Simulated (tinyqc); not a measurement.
Recursion (Haydock) method for the local density of states: impurity site of a cubic lattice: sweeps and comparisons. A value that a table varies takes the place of the one given here.

One orbital a site at energy 0, hopping -t to the 6 nearest neighbours of a cubic lattice; the start u0 is a site in the bulk, with energy V. Recursion: a_n = <u_n|H|u_n>, b_(n+1) u_(n+1) = (H - a_n) u_n - b_n u_(n-1), b > 0. G(z) = 1/(z - a0 - b1^2/(z - a1 - b2^2/(...))), z = E + i eta. After n levels the tail is b_n^2 T with the square-root terminator T = (z - sqrt(z - 2b) sqrt(z + 2b))/(2 b^2), b = 3t so that the band edges lie at -/+ 6t.

Reference: the closed form for a chain (bulk 1/sqrt(z^2 - 4t^2), end site (z - sqrt(z^2 - 4t^2))/(2t^2)), averaged over 400 points (j + 1/2) pi/400 in each remaining direction with z shifted by 2t cos k, then G/(1 - V G).

Parameters, chosen for this exercise:
- t = 1.2 eV (hopping)
- V = 3.9 eV (shift of the starting site)
- eta = 0.06 eV (broadening)
- n = 5 (levels kept)
- E = -3.33 eV (energy)

## How many levels, and whether to terminate

Energies as fractions of the half width 6t.

Density (1/eV):
```
fraction,E (eV),2 levels,4 levels,7 levels,"7, no terminator",reference
-1.10,-7.920,0.0003,0.0003,0.0003,0.0003,0.0003
-0.90,-6.480,0.0050,0.0054,0.0052,0.0135,0.0052
-0.60,-4.320,0.0125,0.0114,0.0117,0.0034,0.0119
-0.35,-2.520,0.0200,0.0203,0.0196,0.0047,0.0185
-0.15,-1.080,0.0282,0.0310,0.0320,0.0027,0.0316
0.00,0.000,0.0367,0.0381,0.0385,0.0040,0.0382
0.15,1.080,0.0483,0.0456,0.0441,0.0807,0.0453
0.35,2.520,0.0719,0.0666,0.0667,0.0054,0.0662
0.60,4.320,0.1286,0.1404,0.1386,0.0173,0.1365
0.90,6.480,0.2481,0.2398,0.2360,0.0364,0.2384
1.10,7.920,0.0045,0.0046,0.0046,0.0045,0.0046
```

How do the results move?

Largest errors against the reference: 0.0098 (2 levels), 0.0040 (4), 0.0024 (7) and 0.202 without terminator, which leaves seven broadened spikes in place of a band. With seven levels the error is largest at E = 6.48 eV, on the flank of the level or resonance that V = 3.9 eV makes near the band edge.

## Bound state above the band

A level solves G0(E) = 1/V for E above the band, G0 being the fraction for V = 0 with m levels and terminator; a dash: none.

Level (eV):
```
V/t,V (eV),3 levels,7 levels
0.5,0.600,-,-
1.0,1.200,-,-
2.0,2.400,-,-
3.0,3.600,-,-
3.5,4.200,-,-
4.0,4.800,7.2064,7.2008
4.5,5.400,7.3718,7.3630
6.0,7.200,8.5259,8.5247
8.0,9.600,10.5477,10.5475
```

threshold V/t with 7 levels = 3.971

What can be read from the table?

In three dimensions G0 is finite at the edge: a level needs V/t above 3.957 (from the closed form of the Watson integral); seven levels give 3.971. At V = 8t three and seven levels give 10.5477 and 10.5475 eV.

## What each setting does

G at z = E + i eta with n levels and terminator. Each row changes one parameter from the base and keeps the others.

Results:
```
case,Re G (1/eV),density (1/eV)
base,-0.1477,0.0150
t = 1.32 eV,-0.1456,0.0168
V = 4.4 eV,-0.1385,0.0130
n = 6,-0.1472,0.0150
E = -3.09 eV,-0.1515,0.0162
eta = 0.12 eV,-0.1469,0.0153
```

What does this show?

The largest shifts from the base row, up to three for each result and ties (the steps differ in size, so this ranks the rows, not the parameters). Re G (1/eV): V +0.0093, E -0.0037, t +0.0021. density (1/eV): V -0.0020, t +0.0018, E +0.0012; unchanged at the printed digits by n.

Run: tinyqc, `OMP_NUM_THREADS=1 python tinyqc.py 1481995 1481996 out.jsonl`; Intel(R) Xeon(R) Processor @ 2.30GHz, one thread, shared host; about 0.2 s of CPU time with all checks.
